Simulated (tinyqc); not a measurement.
Inside a calculation. Model: input admittance of a MOSFET at zero drain bias: distributed channel and distributed gate.

Program tinyqc, `OMP_NUM_THREADS=1 python tinyqc.py 2262105 2262106 out.jsonl`; Intel Xeon 2.30GHz, shared host, one thread, about 0.01 s. Printed values are rounded.

Source and drain grounded, strong inversion, w = 2 pi f, Cox = eps0 eox/tox. The channel is an RC line of resistance 1/(mu Cox Vo) per square fed from both ends, so one finger has the intrinsic admittance y = i w Cox L tanh(g)/g per width, g = (1/2) sqrt(i w tau), tau = L^2/(mu Vo). The vertical resistance rv/L is in series with y, the overlaps 2 i w Cov in parallel: y_t = 1/(1/y + rv/L) + 2 i w Cov. The gate strip is a line of Rsh/L per length loaded by y_t, so a finger has Y = y_t Wf tanh(k)/k, k = (Wf/sd) sqrt(y_t Rsh/L); the device has Nf Y.

Parameters, values chosen for the exercise; values of the order met in silicon radio-frequency transistors:
- eox = 3.9 (relative permittivity of the gate insulator (close to silicon dioxide))
- tox = 2.4 nm (insulator thickness)
- L = 1.4 um (channel length)
- Wf = 9.4 um (finger width)
- Nf = 8 (number of fingers)
- mu = 240 cm^2/(V s) (channel mobility)
- Vo = 0.8 V (gate overdrive)
- Rsh = 21 ohm/square (sheet resistance of the gate)
- rv = 0 ohm um^2 (vertical resistivity of the gate stack)
- sd = 2 (number of ends at which a finger is contacted)
- Cov = 0.23 fF/um (overlap and fringe capacitance on each side)
- f = 8.2 GHz (frequency)

Constants: eps0 = 8.8541878128e-14 F/cm where lengths are in cm. Results are converted to the units shown.

## Low-frequency resistances and capacitance

Low-frequency limits, with c = Cox L and ct = c + 2 Cov: R_strip = Rsh Wf/(3 sd^2 L Nf), R_ch = (c/ct)^2 L/(12 mu Cox Vo Wf Nf), R_vert = (c/ct)^2 rv/(L Wf Nf), C = ct Wf Nf.

parts (ohm): strip 1.46875, channel 5.36801, vertical 0
sum = 6.83676 ohm
C = 1549.37 fF
1/(2 pi R C) = 15.0250 GHz

The channel term is the largest, 78.5 % of the sum.

## Admittance of the channel and stack per width

tau, g, c = Cox L, y and y_t as defined.

tau = 102.083 ps
g = 0.810829+0.810829i
c = 20.1433 fF/um
y = 355.703+851.421i uS/um
y_t = 355.703+875.121i uS/um

w tau = 5.26, and Im y is 0.820 of w c.

## Input impedance of the device

k and Y as defined; Z = 1/(Nf Y) = R + 1/(i w C); Q = |Im Z|/R; signal at the point farthest from a contact |1/cosh k|.

k = 0.464150+0.312368i
Nf Y = 31.2182+60.3771i mS
R = 6.75723 ohm
C = 1485.16 fF
Q = 1.93403
signal at the far point = 0.937855

R is 1.2 % below its low-frequency limit and C is 4.1 % below its own.
